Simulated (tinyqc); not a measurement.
## Elastic trap-assisted tunnelling through a dielectric: current against voltage

Emitter at x = 0 (Fermi level 0), collector at x = t (Fermi level -V), band edge U(x) = phi - F x, F = V/t. A trap at x has the energy E = U(x) - Et. With G(u) = (4/(3 F)) sqrt(mo/C) max(u, 0)^1.5, C = hbar^2/(2 m0): S1 = G(phi - E) - G(Et), S2 = G(Et) - G(phi - V - E), T1,2 = exp(-S1,2). The steady rate through one trap is nu T1 T2 (f1 - f2)/(T1 + T2), f1 = f(E), f2 = f(E + V), f(y) = 1/(1 + exp(y/Vt)); both contacts offer states at E.

J = q Nt times the integral of the rate over x. Direct S = (4/(3 F)) sqrt(mo/C) [phi^1.5 - max(phi - V, 0)^1.5].

Values chosen for this exercise; dielectric values close to those of hafnium oxide: temperature T = 300 K; barrier above the emitter Fermi level phi = 1.51 eV; tunnelling mass mo = 0.2 m0; thickness t = 3.8 nm; trap depth below the band edge of the dielectric Et = 1.37 eV; trap density Nt = 4.9e18 cm^-3; attempt frequency nu = 1e14 1/s.

Constants: q = 1.602176634e-19 C, kB = 1.380649e-23 J/K, hbar = 1.054571817e-34 J s, m0 = 9.1093837015e-31 kg, Vt = kB T/q, hbar^2/(2 m0) = 0.0380998212 eV nm^2. Results are converted to the units shown.

Current against voltage:
```
V (V),J (A/cm^2),x of the peak over t,larger S there,direct S
0.3,47.2,0.495,10.4,20.3
0.6,94.2,0.467,10.2,19.1
0.9,113,0.449,10.1,17.8
1.21,146,0.428,10.0,16.2
1.51,217,0.405,9.84,14.3
1.81,464,0.373,9.55,11.9
2.11,1.39e3,0.151,8.82,10.2
2.42,3.72e3,0.126,7.69,8.90
2.72,7.73e3,0.109,6.84,7.92
3.02,1.37e4,0.0958,6.16,7.13
```

Read the table: what changes, and by how much?

J rises from 47.2 to 13700 A/cm^2, by 1.00 decades a volt between the first two rows and 0.831 between the last two. The position of the peak falls from 0.495 to 0.0958 of t; only traps beyond x/t = (phi - Et)/V lie below the emitter Fermi level, with phi - Et = 0.140 eV. It jumps from 0.373 to 0.151 between V = 1.81 and 2.11 V.

Range of the model: Phonon-assisted (inelastic) capture, chains of traps and a spread of trap depths are left out.

Program tinyqc, `OMP_NUM_THREADS=1 python tinyqc.py 2370067 2370068 out.jsonl`; Intel Xeon 2.30GHz, shared host, one thread, about 0.04 s.
